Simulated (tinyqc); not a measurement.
Film thickness from the threshold shift.

Inverse problem. Undoped body with a flat potential across it, hard walls, transport along x. Three valley pairs (g = 2 each) with the longitudinal mass along x, y or z. Non-parabolicity enters the subband edges through E (1 + al E) = gamma, so E = 2 gamma/(1 + sqrt(1 + 4 al gamma)); motion within a subband is taken as parabolic with the band-edge mass. Energies are counted from the bulk band edge. gamma = C (pi k/(t + dl))^2/mz, C = hbar^2/(2 m0). Each subband has N_k = g sqrt(mx my) m0 kB T/(pi hbar^2); without degeneracy n = exp(EF/Vt) sum N_k exp(-E_k/Vt). Classical value Nc times t, Nc = sum over valleys of 2 g (m m0 kB T/(2 pi hbar^2))^1.5 with m = (mx my mz)^(1/3). Threshold shift dVT = Vt ln(classical value/sum N_k exp(-E_k/Vt)). Find t and the lowest subband edge.

Inputs (values chosen for the exercise); masses close to those of silicon:

| symbol | value | unit | meaning |
|---|---|---|---|
| T | 200 | K | temperature |
| ml | 0.9 | m0 | longitudinal mass |
| mt | 0.187 | m0 | transverse mass |
| al | 0 | 1/eV | non-parabolicity |
| dl | 0.3 | nm | widening of the box by penetration into the insulator |

Constants: q = 1.602176634e-19 C, kB = 1.380649e-23 J/K, hbar = 1.054571817e-34 J s, m0 = 9.1093837015e-31 kg, Vt = kB T/q, hbar^2/(2 m0) = 0.0380998212 eV nm^2. Results are converted to the units shown.

dVT = 52.913483 mV

Answer. dVT is evaluated for trial values of t with all subbands; between 1.5 and 25 nm one value matches.

t = 2.70 nm
E_1 = 46.4 meV

tinyqc, about 0.09 s, one thread, Intel Xeon 2.30GHz (shared host): `OMP_NUM_THREADS=1 python tinyqc.py 2350162 2350163 out.jsonl`
